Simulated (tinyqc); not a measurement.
From results back to parameters: Landau levels with Rashba coupling. Three cases, with inputs chosen for the exercise.

Problem. At B = 0 the two Rashba branches E = c k^2/m +/- aR k (c = hbar^2/2m0) share one Fermi level: k_- - k_+ = 2 kR with kR = aR m/(2c), n_+/- = k^2/(4 pi). Their densities, read from the beating of the oscillations, were computed from a hidden aR; 1/angstrom^2 = 1e16/cm^2.

Constants: hbar^2/2m0 = 3.80998211 eV angstrom^2.

Find: k_-; k_+; aR.

Method. k = sqrt(4 pi n) for each branch, and aR = c (k_- - k_+)/m.

Case 1.

Values chosen (out of a larger set: near those of an asymmetric InAs well; not measured data): m = 0.0298 m0 (mass).

n_- = 3.03886 x 1e11/cm^2
n_+ = 2.46114 x 1e11/cm^2

Solution.

k_- = 0.01954 1/angstrom
k_+ = 0.01759 1/angstrom
aR = 0.25 eV angstrom

Case 2.

Values chosen (out of a larger set: near those of an asymmetric GaAs well; not measured data): m = 0.0696 m0 (mass).

n_- = 4.23699 x 1e11/cm^2
n_+ = 2.26301 x 1e11/cm^2

Solution.

k_- = 0.02307 1/angstrom
k_+ = 0.01686 1/angstrom
aR = 0.34 eV angstrom

Case 3.

Values chosen (out of a larger set: near those of an asymmetric InAs well; not measured data): m = 0.0314 m0 (mass).

n_- = 1.07157 x 1e11/cm^2
n_+ = 0.82843 x 1e11/cm^2

Solution.

k_- = 0.01160 1/angstrom
k_+ = 0.01020 1/angstrom
aR = 0.17 eV angstrom

Computed by tinyqc, one run a case: `OMP_NUM_THREADS=1 python tinyqc.py N N+1 out.jsonl` with N = 1280236, 1280269, 1280746; one thread of a shared Intel(R) Xeon(R) Processor @ 2.30GHz, about 0.01 s a run at most.
